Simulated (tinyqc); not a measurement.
Worked calculation: ellipsoidal valleys in the axes of a wafer and a channel. Values are carried at full precision from step to step, so a last printed digit may differ when a step is redone from the rounded ones.

Valleys with axes a along [111], [1-1-1], [-11-1] and [-1-11], one whole valley each; inverse mass tensor w = 1/mt + (1/ml - 1/mt) a a. Device axes: z = nz/|nz|, x = nx/|nx|, y = z cross x; in them a = (ax, ay, az). Confinement mass mz = 1/w_zz. In the plane w_ij is replaced by u_ij = w_ij - w_iz w_jz/w_zz (i, j = x, y); density-of-states mass md = 1/sqrt(det u); conductivity mass along x mc = 1/u_xx; ballistic transport mass mx = u_yy/det u, width mass my = 1/u_yy.

Constants: hbar^2/2m0 = 3.80998211 eV angstrom^2; kB = 8.617333262e-05 eV/K.

Values chosen for the exercise (near those of the L valleys of Ge; the results hold for these values, not for the real material):
- ml = 1.637 m0 (longitudinal mass)
- mt = 0.083 m0 (transverse mass)
- nz = (2, 1, 0) (surface normal (confinement))
- nx = (0, 0, 1) (channel direction)
- t = 5.9 nm (thickness of the film)
- T = 77 K (temperature)

## Device axes and valley axes

Give the rows x, y, z in cubic components and each valley axis in device components.

device axes, rows x, y, z; columns [100], [010], [001]:
```
[[0.0000, 0.0000, 1.0000],
 [0.4472, -0.8944, 0.0000],
 [0.8944, 0.4472, 0.0000]]
```

valley axes, rows [111], [1-1-1], [-11-1], [-1-11]; columns ax, ay, az:
```
[[0.5774, -0.2582, 0.7746],
 [-0.5774, 0.7746, 0.2582],
 [-0.5774, -0.7746, -0.2582],
 [0.5774, 0.2582, -0.7746]]
```

## Tensors of the valley [-11-1]

Form w and the reduced tensor u.

w (1/m0), rows x, y, z and columns alike:
```
[[8.2358, -5.1149, -1.7050],
 [-5.1149, 5.1858, -2.2875],
 [-1.7050, -2.2875, 11.2857]]
```

u (1/m0), rows x, y and columns alike:
```
[[7.9782, -5.4605],
 [-5.4605, 4.7222]]
```

The axis is tilted against the normal, so w_xz or w_yz is not zero and the reduction changes the masses in the plane.

## Masses of all valleys

Give mz, md, mc, mx and my.

Masses (m0):
```
valley       mz      md      mc      mx      my
[111]    0.1928  0.2418  0.3134  0.6010  0.0973
[1-1-1]  0.0886  0.3568  0.1253  0.6010  0.2118
[-11-1]  0.0886  0.3568  0.1253  0.6010  0.2118
[-1-11]  0.1928  0.2418  0.3134  0.6010  0.0973
```

mz md^2 = ml mt^2 = 0.01128 for every valley, so a heavy confinement mass comes with a small density of states. The heaviest mz is 0.193, for [111] and [-1-11].

## Subbands and shares in a film

Hard walls: E_n = c (n pi/t)^2/mz, c = hbar^2/2m0, n = 1, 2, 3. Non-degenerate share of a valley proportional to md sum_n exp(-E_n/kT); mean 1/mc = sum of share/mc. 1 nm = 10 angstrom.

Give the ladders, the shares and the mean conductivity mass.

Subbands:
```
valley   E1 (meV)  E2 (meV)  E3 (meV)  share
[111]        56.0     224.1     504.2  0.500
[1-1-1]     121.9     487.6    1097.2  0.000
[-11-1]     121.9     487.6    1097.2  0.000
[-1-11]      56.0     224.1     504.2  0.500
```

mean mc = 0.3134 m0

The lowest ladder ([111] and [-1-11]) holds 100 % of the electrons in these valleys, the next starts 66 meV higher.

## Checks

- mz md^2 against ml mt^2: they agree to 1e-10 or better.
- mx my against md^2: they agree to 1e-10 or better.

(tinyqc, `OMP_NUM_THREADS=1 python tinyqc.py 1880532 1880533 out.jsonl`, Intel(R) Xeon(R) Processor @ 2.30GHz, 1 thread, shared host, about 0.01 s.)
